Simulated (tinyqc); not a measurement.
Inside a calculation. Method: CCD on RHF in the 3-21g basis, for He, spin multiplicity 1. One step of it, computed by the program tinyqc.

Problem. Iteration 4 (converged): orbitals. Diagonalise F' = X^T F X, C = X C', fill 1 alpha and 1 beta electrons from the bottom; D = 2 C_occ C_occ^T. Each column has its largest component positive (the first on a tie).

converged F (hartree):
```
,1He 1s,1He 2s
1He 1s,-0.070801,-1.118003
1He 2s,-1.118003,-0.499364
```

X:
```
,1He 1s,1He 2s
1He 1s,1.181761,-0.390007
1He 2s,-0.390007,1.181761
```

Give: F' = X^T F X; orbital energies; coefficients C; D after iteration 4.

Solution.

F' = X^T F X (hartree):
```
,1,2
1,0.856,-1.469
2,-1.469,0.322
```

orbital energies (hartree): MO1 -0.904, MO2 2.082

coefficients C:
```
,MO1,MO2
1He 1s,0.458,1.157
1He 2s,0.657,-1.057
```

D after iteration 4:
```
,1He 1s,1He 2s
1He 1s,0.419,0.602
1He 2s,0.602,0.864
```
